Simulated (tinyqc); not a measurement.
Inside a calculation. Method: coupled-perturbed Hartree-Fock on RHF in the sto-3g basis, for BeH+, spin multiplicity 1. Computed by tinyqc, a small Python program that keeps every step (integrals from PySCF). Settings: charge = 1, multiplicity = 1, basis = sto-3g, method = RHF, energy threshold = 1e-10, iteration cap = 60, orthogonalisation = canonical, start = core, DIIS depth = 6. Command: `OMP_NUM_THREADS=1 python tinyqc.py 20635 20636 out.jsonl` (the two numbers bound the seeds that draw the settings). One thread of a shared host (Intel(R) Xeon(R) Processor @ 2.60GHz), about 0.2 s of CPU time with the checks. The early iterations of the SCF are left out here.

## One-electron integrals

Geometry (angstrom):
```
atom,x,y,z
Be,0.00000,0.00000,0.00000
H,0.00000,0.00000,1.60800
```

Basis sto-3g: exponents (1/bohr^2) and contraction coefficients of normalised primitives:
```
element,l (shell),exponent,coefficient
Be,s (1),30.16787,0.15433
Be,s (1),5.49512,0.53533
Be,s (1),1.48719,0.44463
Be,s (2),1.31483,-0.09997
Be,s (2),0.30554,0.39951
Be,s (2),0.09937,0.70012
Be,p (3),1.31483,0.15592
Be,p (3),0.30554,0.60768
Be,p (3),0.09937,0.39196
H,s (1),3.42525,0.15433
H,s (1),0.62391,0.53533
H,s (1),0.16886,0.44463
```

Overlap, kinetic and nuclear-attraction integrals over the contracted functions; the nuclear repulsion is the sum of Za Zb / Rab.

nuclear repulsion = 1.3163612 hartree

overlap S, lower triangle:
```
,1Be 1s,1Be 2s,1Be 2px,1Be 2py,1Be 2pz,2H 1s
1Be 1s,1.00000
1Be 2s,0.25952,1.00000
1Be 2px,0.00000,0.00000,1.00000
1Be 2py,0.00000,0.00000,0.00000,1.00000
1Be 2pz,0.00000,0.00000,0.00000,0.00000,1.00000
2H 1s,0.03859,0.35686,0.00000,0.00000,0.44120,1.00000
```

kinetic energy T (hartree), lower triangle:
```
,1Be 1s,1Be 2s,1Be 2px,1Be 2py,1Be 2pz,2H 1s
1Be 1s,6.69397
1Be 2s,-0.03301,0.21111
1Be 2px,0.00000,0.00000,0.66059
1Be 2py,0.00000,0.00000,0.00000,0.66059
1Be 2pz,0.00000,0.00000,0.00000,0.00000,0.66059
2H 1s,-0.01086,0.03442,0.00000,0.00000,0.11470,0.76003
```

nuclear attraction V (hartree), lower triangle:
```
,1Be 1s,1Be 2s,1Be 2px,1Be 2py,1Be 2pz,2H 1s
1Be 1s,-14.89018
1Be 2s,-1.98465,-2.63246
1Be 2px,0.00000,0.00000,-2.58481
1Be 2py,0.00000,0.00000,0.00000,-2.58481
1Be 2pz,-0.01250,-0.11797,0.00000,0.00000,-2.67211
2H 1s,-0.29461,-0.88549,0.00000,0.00000,-1.07338,-2.53966
```

core Hamiltonian H = T + V (hartree), lower triangle:
```
,1Be 1s,1Be 2s,1Be 2px,1Be 2py,1Be 2pz,2H 1s
1Be 1s,-8.19621
1Be 2s,-2.01766,-2.42135
1Be 2px,0.00000,0.00000,-1.92422
1Be 2py,0.00000,0.00000,0.00000,-1.92422
1Be 2pz,-0.01250,-0.11797,0.00000,0.00000,-2.01152
2H 1s,-0.30548,-0.85107,0.00000,0.00000,-0.95868,-1.77963
```

## Two-electron integrals

Functions are numbered as in S; the eight-fold symmetry (ij|kl) = (ji|kl) = (kl|ij) leaves the list below.

Two-electron integrals (ij|kl) in chemists' order, unique and non-zero (hartree):
```
i,j,k,l,(ij|kl)
1,1,1,1,2.29883
2,1,1,1,0.39204
2,1,2,1,0.07954
2,2,1,1,0.57099
2,2,2,1,0.14304
2,2,2,2,0.41768
3,1,3,1,0.01461
3,2,3,1,0.02189
3,2,3,2,0.09226
3,3,1,1,0.56958
3,3,2,1,0.14308
3,3,2,2,0.41759
3,3,3,3,0.44986
4,1,4,1,0.01461
4,2,4,1,0.02189
4,2,4,2,0.09226
4,3,4,3,0.02425
4,4,1,1,0.56958
4,4,2,1,0.14308
4,4,2,2,0.41759
4,4,3,3,0.40136
4,4,4,4,0.44986
5,1,5,1,0.01461
5,2,5,1,0.02189
5,2,5,2,0.09226
5,3,5,3,0.02425
5,4,5,4,0.02425
5,5,1,1,0.56958
5,5,2,1,0.14308
5,5,2,2,0.41759
5,5,3,3,0.40136
5,5,4,4,0.40136
5,5,5,5,0.44986
6,1,1,1,0.05753
6,1,2,1,0.01167
6,1,2,2,0.02117
6,1,3,3,0.02102
6,1,4,4,0.02102
6,1,5,1,0.00103
6,1,5,2,0.00194
6,1,5,5,0.02146
6,1,6,1,0.00179
6,2,1,1,0.15805
6,2,2,1,0.04027
6,2,2,2,0.13063
6,2,3,3,0.12546
6,2,4,4,0.12546
6,2,5,1,0.00523
6,2,5,2,0.03382
6,2,5,5,0.14084
6,2,6,1,0.00653
6,2,6,2,0.06431
6,3,3,1,0.00344
6,3,3,2,0.01671
6,3,5,3,0.00565
6,3,6,3,0.00541
6,4,4,1,0.00344
6,4,4,2,0.01671
6,4,5,4,0.00565
6,4,6,4,0.00541
6,5,1,1,0.17678
6,5,2,1,0.04555
6,5,2,2,0.15464
6,5,3,3,0.14553
6,5,4,4,0.14553
6,5,5,1,0.00839
6,5,5,2,0.05224
6,5,5,5,0.17270
6,5,6,1,0.00767
6,5,6,2,0.08601
6,5,6,5,0.11797
6,6,1,1,0.32809
6,6,2,1,0.08500
6,6,2,2,0.31017
6,6,3,3,0.28824
6,6,4,4,0.28824
6,6,5,1,0.01208
6,6,5,2,0.10353
6,6,5,5,0.35372
6,6,6,1,0.01404
6,6,6,2,0.19942
6,6,6,5,0.28155
6,6,6,6,0.77461
```

## Orthogonalisation

S = U s U^T; canonical form X = U s^(-1/2), so that X^T S X = 1. Each column of U has its largest component positive (the first on a tie).

eigenvalues of S: 0.41688  0.79571  1.00000  1.00000  1.18168  1.60573

X:
```
,1,2,3,4,5,6
1Be 1s,0.27056,0.77945,0.00000,0.00000,0.59579,0.20367
1Be 2s,-0.76440,-0.57855,0.00000,0.00000,0.44763,0.39717
1Be 2px,0.00000,0.00000,0.25647,0.96655,0.00000,0.00000
1Be 2py,0.00000,0.00000,0.96655,-0.25647,0.00000,0.00000
1Be 2pz,-0.79620,0.50889,0.00000,0.00000,-0.49873,0.38316
2H 1s,1.05231,-0.23563,0.00000,0.00000,-0.20537,0.52605
```

Within a degenerate level the vectors are fixed only up to a rotation; this is one choice.

## Iteration 8 (converged): orbitals

converged F (hartree), lower triangle:
```
,1Be 1s,1Be 2s,1Be 2px,1Be 2py,1Be 2pz,2H 1s
1Be 1s,-5.00284
1Be 2s,-1.40573,-0.85723
1Be 2px,0.00000,0.00000,-0.13265
1Be 2py,0.00000,0.00000,0.00000,-0.13265
1Be 2pz,0.01725,-0.11738,0.00000,0.00000,-0.27326
2H 1s,-0.21239,-0.44882,0.00000,0.00000,-0.38054,-0.46336
```

Diagonalise F' = X^T F X, C = X C', fill 2 alpha and 2 beta electrons from the bottom; D = 2 C_occ C_occ^T. Each column has its largest component positive (the first on a tie).

F' = X^T F X (hartree), lower triangle:
```
,1,2,3,4,5,6
1,0.11648
2,-0.41112,-2.02531
3,0.00000,0.00000,-0.13265
4,0.00000,0.00000,0.00000,-0.13265
5,-0.33071,-2.06943,0.00000,0.00000,-2.68619
6,-0.12720,-0.81918,0.00000,0.00000,-1.10967,-1.15802
```

orbital energies (hartree): MO1 -5.00565, MO2 -0.68577, MO3 -0.25712, MO4 -0.13265, MO5 -0.13265, MO6 0.19550

coefficients C:
```
,MO1,MO2,MO3,MO4,MO5,MO6
1Be 1s,0.99295,-0.19404,-0.20056,0.00000,0.00000,0.11554
1Be 2s,0.02638,0.61116,0.74906,0.00000,0.00000,-0.58467
1Be 2px,0.00000,0.00000,0.00000,0.14854,0.98891,0.00000
1Be 2py,0.00000,0.00000,0.00000,0.98891,-0.14854,0.00000
1Be 2pz,-0.00188,0.27564,-0.61379,0.00000,0.00000,-0.91417
2H 1s,-0.00281,0.49529,-0.30505,0.00000,0.00000,1.06930
```

D after iteration 8, lower triangle:
```
,1Be 1s,1Be 2s,1Be 2px,1Be 2py,1Be 2pz,2H 1s
1Be 1s,2.04722
1Be 2s,-0.18478,0.74843
1Be 2px,0.00000,0.00000,0.00000
1Be 2py,0.00000,0.00000,0.00000,0.00000
1Be 2pz,-0.11071,0.33683,0.00000,0.00000,0.15197
2H 1s,-0.19778,0.60525,0.00000,0.00000,0.27306,0.49064
```

Within a degenerate level the vectors are fixed only up to a rotation; this is one choice.

## Convergence

Stop when the energy changes by less than 1e-10 hartree and every element of the error matrix X^T (F D S - S D F) X is below 3e-06.

Course of the cycle:
```
iteration,E (hartree),change,largest element of the error matrix
1,-14.4362517,-,4.05e-01
2,-14.6361670,-2.00e-01,6.85e-02
3,-14.6415746,-5.41e-03,1.21e-02
4,-14.6422092,-6.35e-04,4.11e-03
5,-14.6422831,-7.39e-05,1.19e-04
6,-14.6422832,-4.97e-08,3.39e-05
7,-14.6422832,-4.72e-09,1.54e-07
8,-14.6422832,-1.07e-13,1.10e-08
```

PySCF RHF in the same basis = -14.6422832 hartree

Converged in 8 iterations.

## Integrals over molecular orbitals

(pq|rs) = sum C_ip C_jq C_kr C_ls (ij|kl), one index at a time.

one-electron integrals over orbitals h = C^T H C (hartree), lower triangle:
```
,1,2,3,4,5,6
1,-8.18666
2,0.16700,-2.08056
3,0.19904,-0.03135,-1.90753
4,0.00000,0.00000,0.00000,-1.92422
5,0.00000,0.00000,0.00000,0.00000,-1.92422
6,-0.07199,0.21193,-0.06734,0.00000,0.00000,-1.64094
```

Two-electron integrals over orbitals (pq|rs), unique and non-zero (hartree):
```
p,q,r,s,(pq|rs)
1,1,1,1,2.27557
2,1,1,1,-0.16741
2,1,2,1,0.02081
2,2,1,1,0.46313
2,2,2,1,0.00041
2,2,2,2,0.48935
3,1,1,1,-0.17321
3,1,2,1,0.01690
3,1,2,2,-0.01570
3,1,3,1,0.02706
3,2,1,1,0.05798
3,2,2,1,-0.00558
3,2,2,2,-0.06771
3,2,3,1,0.00220
3,2,3,2,0.04793
3,3,1,1,0.54083
3,3,2,1,-0.01192
3,3,2,2,0.32187
3,3,3,1,0.00338
3,3,3,2,0.03323
3,3,3,3,0.44826
4,1,4,1,0.01559
4,2,4,1,0.01370
4,2,4,2,0.04399
4,3,4,1,0.01391
4,3,4,2,0.03278
4,3,4,3,0.05032
4,4,1,1,0.56924
4,4,2,1,-0.00599
4,4,2,2,0.35634
4,4,3,1,-0.00610
4,4,3,2,0.02938
4,4,3,3,0.39199
4,4,4,4,0.44986
5,1,5,1,0.01559
5,2,5,1,0.01370
5,2,5,2,0.04399
5,3,5,1,0.01391
5,3,5,2,0.03278
5,3,5,3,0.05032
5,4,5,4,0.02425
5,5,1,1,0.56924
5,5,2,1,-0.00599
5,5,2,2,0.35634
5,5,3,1,-0.00610
5,5,3,2,0.02938
5,5,3,3,0.39199
5,5,4,4,0.40136
5,5,5,5,0.44986
6,1,1,1,0.09367
6,1,2,1,-0.01512
6,1,2,2,-0.00986
6,1,3,1,-0.00323
6,1,3,2,0.00751
6,1,3,3,0.01628
6,1,4,4,0.00224
6,1,5,5,0.00224
6,1,6,1,0.01721
6,2,1,1,-0.13197
6,2,2,1,0.00195
6,2,2,2,0.03689
6,2,3,1,0.00780
6,2,3,2,-0.05113
6,2,3,3,-0.02091
6,2,4,4,-0.06463
6,2,5,5,-0.06463
6,2,6,1,0.00333
6,2,6,2,0.12105
6,3,1,1,0.06286
6,3,2,1,-0.00332
6,3,2,2,-0.05637
6,3,3,1,0.00526
6,3,3,2,0.04260
6,3,3,3,0.05570
6,3,4,4,0.02695
6,3,5,5,0.02695
6,3,6,1,0.00713
6,3,6,2,-0.05477
6,3,6,3,0.05925
6,4,4,1,-0.00821
6,4,4,2,-0.02784
6,4,4,3,-0.01107
6,4,6,4,0.02414
6,5,5,1,-0.00821
6,5,5,2,-0.02784
6,5,5,3,-0.01107
6,5,6,5,0.02414
6,6,1,1,0.49463
6,6,2,1,-0.00121
6,6,2,2,0.49272
6,6,3,1,-0.01424
6,6,3,2,-0.06988
6,6,3,3,0.34920
6,6,4,4,0.35982
6,6,5,5,0.35982
6,6,6,1,-0.00732
6,6,6,2,0.06700
6,6,6,3,-0.05955
6,6,6,6,0.53236
```

## Response to a field: uncoupled start

dipole integrals <a|y|i> (bohr):
```
,i1,i2
a3,0.00000,0.00000
a4,0.14530,0.87118
a5,-0.02182,-0.13085
a6,0.00000,0.00000
```

Field along y; U_ai = -mu_ai / (e_a - e_i), alpha = -4 sum U_ai mu_ai.

uncoupled U:
```
,i1,i2
a3,0.00000,0.00000
a4,-0.02982,-1.57504
a5,0.00448,0.23657
a6,0.00000,0.00000
```

uncoupled polarisability = 5.63014 bohr^3

## Coupled step 1

U_ai = -(mu_ai + sum_bj [4 (ai|bj) - (ab|ij) - (aj|bi)] U_bj) / (e_a - e_i); alpha = -4 sum U_ai mu_ai.

U after step 1:
```
,i1,i2
a3,0.00000,0.00000
a4,-0.01779,-2.21140
a5,0.00267,0.33216
a6,0.00000,0.00000
```

polarisability = 7.89057 bohr^3

## Coupled step 2

As before.

U after step 2:
```
,i1,i2
a3,0.00000,0.00000
a4,-0.01035,-2.47056
a5,0.00156,0.37108
a6,0.00000,0.00000
```

polarisability = 8.80961 bohr^3

## Coupled polarisability

Repeat until U stops changing; compare with -d2E/dF2.

Course of the coupled iterations:
```
step,alpha (bohr^3)
0,5.63014
1,7.89057
2,8.80961
3,9.18450
4,9.33755
5,9.40005
6,9.42557
7,9.43599
8,9.44025
9,9.44198
10,9.44269
11,9.44298
12,9.44310
13,9.44315
14,9.44317
15,9.44318
16,9.44318
17,9.44318
18,9.44318
19,9.44318
20,9.44318
21,9.44318
22,9.44318
```

coupled polarisability = 9.44318 bohr^3

finite-field check, fields of +/-0.001 au = 9.44313 bohr^3
